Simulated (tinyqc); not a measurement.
Hall factor, magnetoresistance and optical conductivity for a power-law relaxation time: one step, computed by the program tinyqc. Command: `OMP_NUM_THREADS=1 python tinyqc.py 3018528 3018529 out.jsonl magneto walk`. One thread of a shared host (Intel(R) Xeon(R) Processor @ 2.30GHz), about 0.01 s of CPU time with the checks.

One spherical parabolic band, tau(E) = tau_0 x^s with x = E/(k_B T). Landau quantisation is left out.

Task: Response at frequency f. <y> = int y x^(3/2) f (1 - f) dx / int x^(3/2) f (1 - f) dx, f = 1/(1 + exp(x - eta)). Integrals over x = E/(k_B T) use 160 Gauss-Legendre points in u = sqrt(x) from 0 to sqrt(max(eta, 0) + 45). sigma(w) = (n e^2/m) <tau/(1 - i w tau)>, w = 2 pi f; eps = eps_inf + i sigma/(eps_0 w); N = sqrt(eps); absorption coefficient 2 w Im N/c; reflectivity |(N - 1)/(N + 1)|^2; plasma frequency sqrt(n e^2/(eps_inf eps_0 m))/(2 pi).

Inputs (values chosen for the exercise, with a mass close to that of electrons in InAs):
```
quantity,value,unit
effective mass m,0.022,m_0
exponent s,1.5,-
tau_0,56,fs
reduced Fermi level eta,-8,-
temperature T,500,K
frequency f,3.7,THz
background permittivity eps_inf,5.46,-
```

density n = 5.909787e+13 1/cm^3

Constants: e = 1.602176634e-19 C; m_0 = 9.1093837015e-31 kg; eps_0 = 8.8541878128e-12 F/m; c = 299792458 m/s.

Give: sigma(w); permittivity; refractive index; absorption coefficient; reflectivity; plasma frequency.

Result:

sigma(w) = 0.00804+0.02725i S/cm

permittivity = 5.447+0.004i

refractive index = 2.334+0.001i

absorption coefficient = 1.299 1/cm

reflectivity = 0.1601

plasma frequency = 0.1992 THz
